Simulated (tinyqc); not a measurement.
Specific resistance of a metal-semiconductor contact and its transmission-line measurement: one step, computed by the program tinyqc. Command: `OMP_NUM_THREADS=1 python tinyqc.py 3023262 3023263 out.jsonl contact walk`. One thread of a shared host (Intel(R) Xeon(R) Processor @ 2.30GHz), about 0.01 s of CPU time with the checks.

The barrier is parabolic (depletion approximation), energies E are normal energies counted from the band edge in the neutral semiconductor (downwards for holes), and the bias is zero. xi is an input, held fixed when other inputs move.

Question. Transmission and supply. WKB transmission for E < E_b, with a = E/E_b: D = exp{-(E_b/E_00) [sqrt(1 - a) - a ln((1 + sqrt(1 - a))/sqrt(a))]}; D = 1 above. f = 1/(1 + exp((E - xi)/k_B T)).

Inputs (values chosen for the exercise, modelled on p-type silicon): Fermi level above the band edge in the bulk, xi = -0.083 eV; temperature T = 300 K.

Image-force lowering: left out.

barrier used, above the bulk band edge = 0.347 eV

E_00 = 9.488105 meV

Constants: k_B = 8.617333262e-05 eV/K.

Give: E, D, f and D f at E/E_b = 0.05, 0.15, 0.3, 0.45, 0.6, 0.75, 0.9, 0.98.

Answer.

E, D, f and D f at E/E_b = 0.05, 0.15, 0.3, 0.45, 0.6, 0.75, 0.9, 0.98:
```
E/E_b   E (eV)           D           f         D f
0.05   0.01735  1.7741e-14  2.0199e-02  3.5836e-16
0.15   0.05205  1.4894e-11  5.3571e-03  7.9787e-14
0.30   0.10410  2.9958e-08  7.1870e-04  2.1531e-11
0.45   0.15615  1.0962e-05  9.6032e-05  1.0527e-09
0.60   0.20820  1.1459e-03  1.2825e-05  1.4696e-08
0.75   0.26025  3.9991e-02  1.7126e-06  6.8489e-08
0.90   0.31230  4.5515e-01  2.2869e-07  1.0409e-07
0.98   0.34006  9.3310e-01  7.8146e-08  7.2918e-08
```
